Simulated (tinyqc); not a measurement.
Density of states of one tight-binding band on the simple cubic lattice, step by step. Values are carried at full precision from step to step, so a last printed digit may differ when a step is redone from the rounded ones.

E(k) = -2 t (c1 + c2 + c3) - 4 t2 (c1 c2 + c2 c3 + c3 c1) with ci = cos(2 pi ki); k in fractions of the reciprocal vectors, mesh k_i = j/N with j = 0 .. N-1. Densities are per cell and per spin, so the band holds one state.

Values chosen for the exercise:
```
symbol  value   unit  meaning
t       1.38    eV    nearest hopping
t2      0       eV    second hopping
N       4             mesh points along each axis
bins    10            bins of the histogram
E_lo    -8.313  eV    lower end of the histogram
E_hi    8.317   eV    upper end
E       4.63    eV    energy at which the density is wanted
sigma   0.138   eV    Gaussian width
```

## Energies on the mesh

Evaluate the band at all 64 points and collect equal values.

Distinct energies:
```
E_k (eV)  points
-8.2800        1
-5.5200        6
-2.7600       15
0.0000        20
2.7600        15
5.5200         6
8.2800         1
```

The 64 points give 7 distinct energies between -8.2800 and 8.2800 eV; a dense mesh gives a band from -8.280 to 8.280 eV.

## Histogram

Count the points in equal bins from E_lo to E_hi; g = count/(all points x bin width).

Histogram:
```
from (eV)  to (eV)  points  g (1/eV)
-8.3130    -6.6500       1    0.0094
-6.6500    -4.9870       6    0.0564
-4.9870    -3.3240       0    0.0000
-3.3240    -1.6610      15    0.1409
-1.6610     0.0020      20    0.1879
0.0020      1.6650       0    0.0000
1.6650      3.3280      15    0.1409
3.3280      4.9910       0    0.0000
4.9910      6.6540       6    0.0564
6.6540      8.3170       1    0.0094
```

Empty bins: 3 of 10; the fullest holds 20 points. Empty bins inside the band come from the coarse mesh, not from gaps.

## Gaussian broadening at one energy

Gaussian broadening: g(E) = mean over the mesh of exp(-(E - E_k)^2/(2 sigma^2))/(sigma sqrt(2 pi)), n(E) = mean of erfc((E_k - E)/(sigma sqrt 2))/2.

Sum over the distinct energies with their counts.

n(E) = 0.8906
g(E) = 0.0000 1/eV

## One tetrahedron of the mesh

For corner energies e1 <= e2 <= e3 <= e4 and eij = ei - ej, the share of the tetrahedron below E is n = (E - e1)^3/(e21 e31 e41) for e1 < E < e2; n = [e21^2 + 3 e21 x + 3 x^2 - (e31 + e42) x^3/(e32 e42)]/(e31 e41) with x = E - e2 for e2 < E < e3; n = 1 - (e4 - E)^3/(e41 e42 e43) for e3 < E < e4; its density of states is g = dn/dE.

corner energies, sorted (eV): [-2.7600, 0.0000, 2.7600, 5.5200]

Find its share below E and its density of states at E.

n = 0.9944
g = 0.0188 1/eV

E lies between corners 3 and 4.

## Sum over all linear tetrahedra

Each cube of the mesh, corners numbered 0 to 7 as the binary number (i j l), is cut into six tetrahedra around the diagonal 0-7: 0137, 0157, 0237, 0267, 0457, 0467. For corner energies e1 <= e2 <= e3 <= e4 and eij = ei - ej, the share of the tetrahedron below E is n = (E - e1)^3/(e21 e31 e41) for e1 < E < e2; n = [e21^2 + 3 e21 x + 3 x^2 - (e31 + e42) x^3/(e32 e42)]/(e31 e41) with x = E - e2 for e2 < E < e3; n = 1 - (e4 - E)^3/(e41 e42 e43) for e3 < E < e4; its density of states is g = dn/dE.

Average n and g over all pieces of the mesh. The reference uses the same method with N = 36.

n(E) = 0.9518
g(E) = 0.0396 1/eV
reference n(E) = 0.908
reference g(E) = 0.046 1/eV

On this mesh the linear method errs by -0.006 1/eV in g and +0.044 in n; the Gaussian sum erred by -0.046 and -0.017.

## Checks

- States below the top of the band by the linear method against one: both 1.000000.

Program tinyqc; command `OMP_NUM_THREADS=1 python tinyqc.py 1680103 1680104 out.jsonl`; about 0.3 s on one thread of a shared Intel(R) Xeon(R) Processor @ 2.30GHz.
